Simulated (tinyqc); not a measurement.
On-chip power grid, static voltage drop by conjugate gradients: one step of the calculation.

A grid of 4 rows and 4 columns, node k = 4 row + column. Neighbours in a row are joined by Rx, in a column by Ry; pad nodes, which reach the supply through Rp: 0, 12. Each node draws I0, node 14 draws kh I0. The drops u = Vdd - V solve G u = i, with G the conductance matrix (1/Rp added on the diagonal at pad nodes).

Problem. Diagonal of G, loads and first direction. G_kk = sum of the conductances at node k. Start u = 0, so the residual is r = i; z = r/G_kk (Jacobi preconditioner), p = z.

Inputs (values chosen for the exercise):
- Rx = 1.2 ohm (resistance of a horizontal segment)
- Ry = 0.76 ohm (resistance of a vertical segment)
- Rp = 0.37 ohm (resistance from a pad node to the supply)
- I0 = 3.5 mA (load current of an ordinary node)
- kh = 3 (factor on the load at the hot node)

Find: G_kk; r at the start; p at the start.

Solution.

G_kk (S):
```
       col 0  col 1  col 2  col 3
row 0  4.852  2.982  2.982  2.149
row 1  3.465  4.298  4.298  3.465
row 2  3.465  4.298  4.298  3.465
row 3  4.852  2.982  2.982  2.149
```

r at the start (mA):
```
       col 0  col 1  col 2  col 3
row 0  3.500  3.500  3.500  3.500
row 1  3.500  3.500  3.500  3.500
row 2  3.500  3.500  3.500  3.500
row 3  3.500  3.500  10.50  3.500
```

p at the start (mV):
```
        col 0   col 1   col 2  col 3
row 0  0.7214   1.174   1.174  1.629
row 1   1.010  0.8143  0.8143  1.010
row 2   1.010  0.8143  0.8143  1.010
row 3  0.7214   1.174   3.521  1.629
```

Numbers from tinyqc (`OMP_NUM_THREADS=1 python tinyqc.py 2770118 2770119 out.jsonl`; about 0.3 s on one thread of a shared Intel Xeon 2.30GHz).
